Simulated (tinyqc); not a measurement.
Inside a calculation. Method: CCSD on RHF in the sto-3g basis, for H4, spin multiplicity 1. One step of it, computed by the program tinyqc.

Question. CCSD: starting amplitudes. t_ij^ab = <ij||ab> / (e_i + e_j - e_a - e_b), whose energy is MP2.

orbital energies (hartree): MO1 -0.664774, MO2 -0.487218, MO3 0.570948, MO4 0.828179

Two-electron integrals over orbitals (pq|rs), unique and non-zero (hartree):
```
p,q,r,s,(pq|rs)
1,1,1,1,0.492575
2,1,2,1,0.192367
2,2,1,1,0.493632
2,2,2,2,0.506335
3,1,3,1,0.098942
3,2,3,2,0.082530
3,3,1,1,0.477042
3,3,2,2,0.480929
3,3,3,3,0.486136
4,1,3,2,0.080996
4,1,4,1,0.079543
4,2,3,1,0.102546
4,2,4,2,0.110619
4,3,2,1,0.188613
4,3,4,3,0.206394
4,4,1,1,0.487347
4,4,2,2,0.498073
4,4,3,3,0.497937
4,4,4,4,0.515411
```

Give: Starting amplitudes; correlation energy.

Answer.

Starting amplitudes (spin orbitals 1a, 1b, ...; amplitudes related by a flip of all spins are not repeated):
```
from,to,t
2a 2b,4a 4b,-0.042
1a 2b,3a 4b,-0.040
1a 1b,3a 3b,-0.040
2a 2b,3a 3b,-0.039
1a 2b,3b 4a,0.032
1a 1b,4a 4b,-0.027
1a 2a,3a 4a,-0.008
```

correlation energy = -0.02770 hartree
